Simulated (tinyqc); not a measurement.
Worked calculation: thermal and gravitational stress in a wafer during furnace and rapid thermal processing, and the onset of slip. Computed by tinyqc, a small Python program that keeps every step. Command: `OMP_NUM_THREADS=1 python tinyqc.py 3022438 3022439 out.jsonl slip walk`. One thread of a shared host (Intel(R) Xeon(R) Processor @ 2.30GHz), about 0.01 s of CPU time with the checks. Intermediate numbers are printed to about 7 digits and carried at full precision; extremes and crossings named in words are read from the listed rows.

A thin free disc in plane stress, isotropic; T(r) = T_centre + dT (r/R)^n with n = 2. Stress is positive in tension; sigma_SB = 5.670374419e-8 W/(m^2 K^4), g = 9.80665 m/s^2.

Inputs (values chosen for the exercise, for a model wafer):
```
quantity                              value        unit
wafer radius R                          150          mm
thickness t                             775  micrometre
Young's modulus E                       144         GPa
Poisson ratio nu                       0.28           -
expansion alpha                        4.12      1e-6/K
edge less centre temperature dT         -22           K
temperature T                          1450           K
prefactor A of the critical stress  0.00021         MPa
energy U of the critical stress        1.03          eV
density rho                            2330      kg/m^3
heat capacity c                         965    J/(kg K)
conductivity k                         27.8     W/(m K)
wafer spacing s                         4.1          mm
ramp rate                                36       K/min
radius of the support ring over R      0.57           -
```

Temperature profile: parabolic.

Constants: k_B = 8.617333262e-05 eV/K.

## Thermal stress

With x = r/R: s_rr = alpha E dT (1 - x^n)/(n + 2), s_tt = alpha E dT [1 - (n + 1) x^n]/(n + 2).

Temperature and stresses at r/R = 0, 0.3, 0.5, 0.7, 0.8, 0.9, 0.95, 1:
```
r/R   T - T_centre (K)  s_rr (MPa)  s_tt (MPa)
0.00             0.000   -3.263040   -3.263040
0.30            -1.980   -2.969366   -2.382019
0.50            -5.500   -2.447280   -0.815760
0.70           -10.780   -1.664150    1.533629
0.80           -14.080   -1.174694    3.001997
0.90           -17.820   -0.619978    4.666147
0.95           -19.855   -0.318146    5.571641
1.00           -22.000    0.000000    6.526080
```

hoop stress at the edge = 6.52608 MPa

r/R where s_tt = 0 = 0.5773503

The cold edge is stretched; the edge stress is n times that at the centre in size.

## Resolved stress round the edge

At the edge the stress is uniaxial along the tangent d = (cos phi, sin phi, 0) of a (001) wafer; the Schmid factor is the largest |(d.n)(d.b)| over the twelve {111}<110> systems.

Schmid factor and resolved stress at phi = 0, 7.5, 15, 22.5, 30, 37.5 and 45 degrees from [100]:
```
phi from [100] (degrees)  Schmid factor  resolved stress (MPa)
0.0                           0.4082483               2.664261
7.5                           0.4541241               2.963651
15.0                          0.4829629               3.151855
22.5                          0.4927993               3.216048
30.0                          0.4829629               3.151855
37.5                          0.4541241               2.963651
45.0                          0.4082483               2.664261
```

The factor is 1/sqrt(6) = 0.408 along <100> and <110> and peaks at 0.4928 at 22.5 degrees, so slip, if any, starts at eight places between these directions.

## Slip criterion

Critical resolved stress tau_c = A exp(U/(k_B T)), a form chosen for the exercise; slip when 0.492799 |s_tt(R)| > tau_c; allowed |dT| = tau_c (n + 2)/(0.492799 n alpha E).

critical stress tau_c = 0.7983616 MPa

resolved over critical stress = 4.028309

allowed |dT| = 5.461348 K

Slip is expected.

## Ramp rate in a batch furnace

In a stack heated from the rim, heat flows inward by conduction and by radiation between wafers: k_eff = k + (16/3) sigma_SB T^3 s^2/t (a diffusion estimate with the spacing as path length). A steady ramp gives the parabolic lag dT = rho c (ramp) R^2/(4 k_eff); the allowed ramp uses n = 2.

k_eff = 47.79772 W/(m K)

lag of the centre = 158.7632 K

allowed ramp rate = 1.238376 K/min

Radiation carries 42 % of the inward flow. The ramp is 29.07 of the allowed one.

## Gravity

Own weight q = rho g t on a ring of radius b R, x = r/R: moments of an edge-supported plate, M_r = q R^2 (3 + nu)(1 - x^2)/16 and M_t = q R^2 [(3 + nu) - (1 + 3 nu) x^2]/16, less the uniform moment inside the ring load, q R^2 [(1 - nu)(1 - b^2) - 2 (1 + nu) ln b]/8; stress at the lower face = 6 M/t^2.

stress at the centre = -0.1418438 MPa

radial stress at the ring = -0.4069454 MPa

hoop stress at the ring = -0.2905593 MPa

The largest of these is 0.25 tau_c when halved for shear. Point supports give far higher local stress than a ring.

## Position of the support ring

The formulas are those given above.

Stress at the lower face (MPa):
```
b         centre  radial at ring  hoop at ring  largest in size
0.40  -0.6520143      -0.7825660    -0.7252506        0.7825660
0.50  -0.3355620      -0.5395490    -0.4499938        0.5395490
0.60  -0.0639393      -0.3576806    -0.2287210        0.3576806
0.65   0.0603979      -0.2843401    -0.1329917        0.2843401
0.70   0.1789673      -0.2208472    -0.0453189        0.2208472
0.75   0.2928129      -0.1661579     0.0353414        0.2928129
0.80   0.4027761      -0.1194307     0.1098308        0.4027761
0.90   0.6136910      -0.0472269     0.2429322        0.6136910
1.00   0.8159481       0.0000000     0.3582211        0.8159481
```

Among these rows the largest stress is least, 0.221 MPa, for a ring at 0.7 R, 3.7 times below edge support: the overhang balances the sag of the centre. All values scale as R^2/t.

## Limits against temperature

The formulas are those given above.

For the parabolic profile:
```
T (K)  tau_c (MPa)  allowed |dT| (K)  k_eff (W/(m K))  allowed ramp (K/min)
1050      18.45023          126.2124         35.39354              21.19198
1125       8.63806           59.0903         37.13972              10.41120
1200       4.44661           30.4179         39.13497               5.64728
1275       2.47497           16.9305         41.39587               3.32485
1350       1.47022           10.0574         43.93904               2.09643
1425       0.92258            6.3111         46.78109               1.40063
1500       0.60655            4.1492         49.93861               0.98299
```

From 1050 to 1500 K the allowed difference falls 30 times and the allowed ramp 22 times; radiation, which grows as T^3, gives back a factor 1.41. Ramps must slow as the wafer gets hotter.

Checks made by the program: force balance: the hoop stress integrates to zero (added to the edge stress) (relative difference below 1e-10).
